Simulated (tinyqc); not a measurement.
# Activation energy from two powers

Problem. P(T) = Pd + Pl (T/300 K)^2 exp[(q Ea/kB)(1/(300 K) - 1/T)]. Find Ea and Pl.

Values chosen for this exercise:
- Pd = 25 W (temperature-independent switching power)

Constants: q = 1.602176634e-19 C, kB = 1.380649e-23 J/K. Results are converted to the units shown.

P at T = 380 and 420 K (W): 37.5269659  75.4253855

Answer. Subtract Pd; the ratio of the leakage powers, divided by the T^2 factors, is an Arrhenius factor.

Ea = 0.4100 eV
Pl = 0.2770 W

Numbers from tinyqc (`OMP_NUM_THREADS=1 python tinyqc.py 2520025 2520026 out.jsonl`; about 0.01 s on one thread of a shared Intel Xeon 2.30GHz).
